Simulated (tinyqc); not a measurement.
The window of frequencies: the 3-omega method: a line heater on a substrate with a thin film. Computed by tinyqc, a small Python program. Command: `OMP_NUM_THREADS=1 python tinyqc.py 3030914 3030915 out.jsonl threeomega walk`. One thread of a shared host (Intel(R) Xeon(R) Processor @ 2.30GHz), about 0.01 s of CPU time with the checks.

A current at angular frequency omega = 2 pi f heats the line at 2 omega with the amplitude P per length; the temperature swing Delta T at 2 omega gives a voltage at 3 omega. The substrate is taken as semi-infinite and isotropic, and the heat capacity of heater and film is left out.

Inputs (values chosen for the exercise, modelled on amorphous silicon on gallium oxide):

| quantity | value | unit |
|---|---|---|
| substrate conductivity kappa | 21.7 | W/(m K) |
| substrate heat capacity C | 3.22 | 1e6 J/(m^3 K) |
| heater half-width b | 15 | micrometre |
| power amplitude per length P | 5.4 | W/m |
| current frequency f | 350 | Hz |
| substrate thickness d_s | 525 | micrometre |

Method:
- D = kappa/C; q = sqrt(2 i omega/D); penetration depth 1/|q| = sqrt(D/(2 omega)).
- Delta T_s = (P/(pi kappa)) int_0^infinity (sin x/x)^2 / sqrt(x^2 + (q b)^2) dx with (q b)^2 = i |q b|^2, averaged over the heater width (12 Gauss-Legendre points on each of the pieces 0, 14 log-spaced edges from 1e-5 to 1, and multiples of pi to 40 pi; the tail adds 1/(4 (40 pi)^2)).
- For |q| b much below 1: Delta T_s = (P/(pi kappa)) [-ln(|q| b) + eta - i pi/4], eta = 3/2 - C_E = 0.92278, with Euler's C_E = 0.5772157.
- The slope value uses each f and 2f: kappa = P ln 2/(2 pi [Delta T(f) - Delta T(2f)]).

diffusivity D = 6.73913 mm^2/s

Bare substrate:

| f (Hz) | penetration depth (micrometre) | \|q\| b | in-phase (K) | out-of-phase (K) | narrow-line form (K) | kappa from the slope (W/(m K)) |
|---|---|---|---|---|---|---|
| 0.024 | 4727.1 | 0.0031732 | 0.52879 | -0.062211 | 0.52879 | 21.700 |
| 0.24 | 1494.8 | 0.010035 | 0.43760 | -0.062205 | 0.43760 | 21.701 |
| 2.4 | 472.71 | 0.031732 | 0.34642 | -0.062153 | 0.34641 | 21.708 |
| 12 | 211.40 | 0.070955 | 0.28271 | -0.061969 | 0.28266 | 21.741 |
| 48 | 105.70 | 0.14191 | 0.22797 | -0.061425 | 0.22776 | 21.863 |
| 240 | 47.271 | 0.31732 | 0.16503 | -0.059338 | 0.16402 | 22.490 |
| 950 | 23.759 | 0.63133 | 0.11329 | -0.054343 | 0.10953 | 24.662 |
| 4800 | 10.570 | 1.4191 | 0.060786 | -0.041352 | 0.045369 | 35.131 |
| 24000 | 4.7271 | 3.1732 | 0.027746 | -0.023794 | -0.018374 | 73.177 |
| 140000 | 1.9572 | 7.6640 | 0.011480 | -0.010805 | -0.088221 | 177.17 |

The slope gives kappa within 1 % up to |q| b = 0.14 (f = 48 Hz) among these rows. The penetration depth stays under d_s/5 = 105 micrometre from f = 240 Hz up, so no row meets both conditions: the heater is too wide for this substrate. At high f the flow turns one-dimensional: in-phase and out-of-phase parts become equal in size (ratio 0.94 in the last row) and fall as f^(-1/2) (exponent -0.50).
